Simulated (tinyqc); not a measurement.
Double-gate transistor below threshold, two-dimensional Poisson equation on a small mesh: one step of the calculation.

Half of a symmetric double-gate structure: row 0 is the mid-plane of the body, where the normal field vanishes. Mobile charge is neglected (subthreshold), the body is fully depleted, and potentials are counted from the intrinsic level; rows run upward to the gate, columns from source to drain.

Task. Barrier, swing and barrier lowering. The barrier is read along row 0, the path farthest from the gate. Take the node j of lowest psi: barrier Vbi - psi_j; swing Vt ln 10/(d psi_j/dVg); DIBL = (d psi_j/dVd)/(d psi_j/dVg). The derivatives solve the same equations with s = 0 and a unit change of that voltage.

Inputs (values chosen for the exercise):

| symbol | value | unit | meaning |
|---|---|---|---|
| T | 300 | K | temperature |
| Vbi | 0.53 | V | potential of the source |

Constants: q = 1.602176634e-19 C, kB = 1.380649e-23 J/K, Vt = kB T/q. Results are converted to the units shown.

converged psi (V):

|  | j=0 | j=1 | j=2 | j=3 | j=4 | j=5 |
|---|---|---|---|---|---|---|
| row 0 | 0.5300000 | 0.3032843 | 0.2511751 | 0.3663517 | 0.7330434 | 1.5300000 |
| row 1 | 0.5300000 | 0.2942365 | 0.2425943 | 0.3523991 | 0.7076910 | 1.5300000 |
| row 2 | 0.5300000 | 0.2658797 | 0.2175966 | 0.3113101 | 0.6269458 | 1.5300000 |
| row 3 | 0.0700000 | 0.0700000 | 0.0700000 | 0.0700000 | 0.0700000 | 0.0700000 |

d psi/dVg on row 0: j=0 0.00000000, j=1 0.51214547, j=2 0.72290759, j=3 0.72290759, j=4 0.51214547, j=5 0.00000000
d psi/dVd on row 0: j=0 0.0000000, j=1 0.0290477, j=2 0.0809579, j=3 0.1961345, j=4 0.4588069, j=5 1.0000000

Find: j; barrier; swing; DIBL.

Result.

j = 2
barrier = 0.2788 V
swing = 82.34 mV/decade
DIBL = 112.0 mV/V

tinyqc, about 0.09 s, one thread, Intel Xeon 2.30GHz (shared host): `OMP_NUM_THREADS=1 python tinyqc.py 2480001 2480002 out.jsonl`
